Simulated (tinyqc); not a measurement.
Composition against offsets: model-solid line-up of a strained alloy layer on a substrate.

All values of the alloy are linear in x but the gap, Eg(x) = (1 - x) Eg_A + x Eg_B - C x (1 - x), and the valence edge, Ev(x) = (1 - x) Ev_A + x Ev_B + fv C x (1 - x); Ec = Ev + Eg. Ev is the top of the unstrained valence band on a scale common to all materials. In the layer only the Gamma valley of the conduction band is followed, also where an X or L valley would lie lower.

Coherent growth on a (001) face: e_par = (a_s - a)/a, e_perp = -2 (C12/C11) e_par; exx = eyy = e_par, ezz = e_perp, no shear.

Strained edges: Ec + ac tr(e); the valence edges are Ev plus the levels of the 6 x 6 matrix of X, Y, Z times spin with -Dso/3 + l exx + m (eyy + ezz) on the diagonal (cyclic), n exy off it, l = av + 2 b, m = av - b, n = sqrt(3) d. Spin-orbit term (Dso/3) L.sigma on X, Y, Z with (L_k)_ij = -i epsilon_kij: <X+|H|Y+> = -i Dso/3, <X+|H|Z-> = Dso/3, <Y+|H|Z-> = -i Dso/3, <Z+|H|X-> = -Dso/3, <Z+|H|Y-> = i Dso/3, <X-|H|Y-> = i Dso/3, and their conjugates; + and - are the spin along z.

dEc = Ec(substrate) - Ec(layer), dEv = Ev(layer) - Ev(substrate); positive values confine the carrier in the layer. Type I: both of one sign; type II: opposite signs; type III: the gaps do not overlap.

Values chosen for the exercise (A near InAs, B near GaAs, substrate near InAs; shifted at random, so the results belong to these values and not to a real crystal): a = (6.062, 5.655) angstrom (lattice constant of A, B); Eg = (0.416, 1.517) eV (gap at Gamma to the s-like level of A, B); Dso = (0.393, 0.342) eV (spin-orbit splitting of A, B); Ev = (-0.59, -0.79) eV (top of the unstrained valence band of A, B); ac = (-5.08, -7.23) eV (conduction deformation potential of A, B); av = (1, 1.16) eV (valence hydrostatic potential of A, B); b = (-1.82, -2.01) eV (tetragonal shear potential of A, B); d = (-3.56, -4.85) eV (trigonal shear potential of A, B); C11 = (83.8, 122.4) GPa (of A, B); C12 = (45.6, 56.3) GPa (of A, B); C44 = (39.8, 60) GPa (of A, B); C = 0.456 eV (bowing of the gap); fv = 0 (share of the bowing taken by the valence edge); a_s = 6.062 angstrom (substrate); Eg_s = 0.416 eV (lowest gap of the substrate); Ev_s = -0.59 eV (substrate valence edge); face = 001 (growth face).

Each composition is strained to the same substrate.

Results:

| x | e_par (%) | relaxed gap (eV) | strained gap (eV) | valence splitting (meV) | dEc (eV) | dEv (eV) | type |
|---|---|---|---|---|---|---|---|
| 0.02 | 0.13 | 0.429 | 0.416 | 10 | -0.003 | 0.002 | II |
| 0.08 | 0.54 | 0.471 | 0.416 | 43 | -0.012 | 0.012 | II |
| 0.14 | 0.95 | 0.515 | 0.416 | 78 | -0.023 | 0.023 | II |
| 0.20 | 1.36 | 0.563 | 0.414 | 115 | -0.035 | 0.037 | II |
| 0.25 | 1.71 | 0.606 | 0.413 | 148 | -0.047 | 0.050 | II |
| 0.31 | 2.13 | 0.660 | 0.411 | 188 | -0.062 | 0.067 | II |
| 0.37 | 2.55 | 0.717 | 0.409 | 231 | -0.079 | 0.086 | II |
| 0.43 | 2.97 | 0.778 | 0.406 | 274 | -0.097 | 0.107 | II |

The layer stays under tension over this range. The strained gap runs from 0.416 to 0.406 eV, against 0.429 to 0.778 eV for the relaxed alloy: strain cancels the change that the composition makes. It is not monotonic; its extremes in the table are 0.406 and 0.416 eV. Strains above 2 % can be kept only in layers of a few nanometres. The line-up is type II throughout. Offsets below about 50 meV are within the spread of parameter sets, so those rows do not settle the type.

Program tinyqc; command `OMP_NUM_THREADS=1 python tinyqc.py 1050638 1050639 out.jsonl`; about 0.01 s on one thread of a shared Intel(R) Xeon(R) Processor @ 2.30GHz.
